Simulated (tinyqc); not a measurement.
Resistive crossbar, vector-matrix product with wire resistance: two steps of the calculation.

2 rows and 2 columns. Cell (i, j) joins row node wij to column node bij. Each row is driven at its left end through one wire segment rw; neighbouring nodes along a row or a column are joined by rw; each column ends below the last row in one more rw and a virtual ground, where its current is read. Ideal output: I_j = sum_i V_i G_ij.

Values chosen for this exercise:
```
symbol,value,unit,meaning
rw,50,ohm,wire resistance between neighbouring cells
V,"[0.33, 0.08]",V,input voltages of the rows
```

Question 1. The nodal equations. Kirchhoff current law at every node, A x = b: A holds the sum of the conductances at a node on the diagonal and minus the conductance between two nodes off it (wire conductance 1/rw); b = V_i/rw at the first node of row i.

cell conductances G (uS):
```
       column 1  column 2
row 1       280        80
row 2       440       230
```

Wanted: A; b.

Answer 1.

A (uS):
```
          w11       w12       w21       w22       b11       b12       b21       b22
w11   4.028e4  -2.000e4         0         0    -280.0         0         0         0
w12  -2.000e4   2.008e4         0         0         0    -80.00         0         0
w21         0         0   4.044e4  -2.000e4         0         0    -440.0         0
w22         0         0  -2.000e4   2.023e4         0         0         0    -230.0
b11    -280.0         0         0         0   2.028e4         0  -2.000e4         0
b12         0    -80.00         0         0         0   2.008e4         0  -2.000e4
b21         0         0    -440.0         0  -2.000e4         0   4.044e4         0
b22         0         0         0    -230.0         0  -2.000e4         0   4.023e4
```

b (uA): w11 6600, w12 0, w21 1600, w22 0, b11 0, b12 0, b21 0, b22 0

Question 2. Node voltages and column currents. Solve A x = b; I_j = b2j/rw.

A (uS):
```
        w11     w12     w21     w22     b11     b12     b21     b22
w11   40280  -20000       0       0    -280       0       0       0
w12  -20000   20080       0       0       0     -80       0       0
w21       0       0   40440  -20000       0       0    -440       0
w22       0       0  -20000   20230       0       0       0    -230
b11    -280       0       0       0   20280       0  -20000       0
b12       0     -80       0       0       0   20080       0  -20000
b21       0       0    -440       0  -20000       0   40440       0
b22       0       0       0    -230       0  -20000       0   40230
```

b (uA): w11 6600, w12 0, w21 1600, w22 0, b11 0, b12 0, b21 0, b22 0

Find: row nodes; column nodes; column currents.

Answer 2.

row nodes (mV): w11 324.3, w12 323.0, w21 77.57, w22 76.71
column nodes (mV): b11 10.37, b12 3.415, b21 5.971, b22 2.136
column currents (uA): column 1 119.4, column 2 42.72

tinyqc, about 0.02 s, one thread, Intel Xeon 2.30GHz (shared host): `OMP_NUM_THREADS=1 python tinyqc.py 2880014 2880015 out.jsonl`
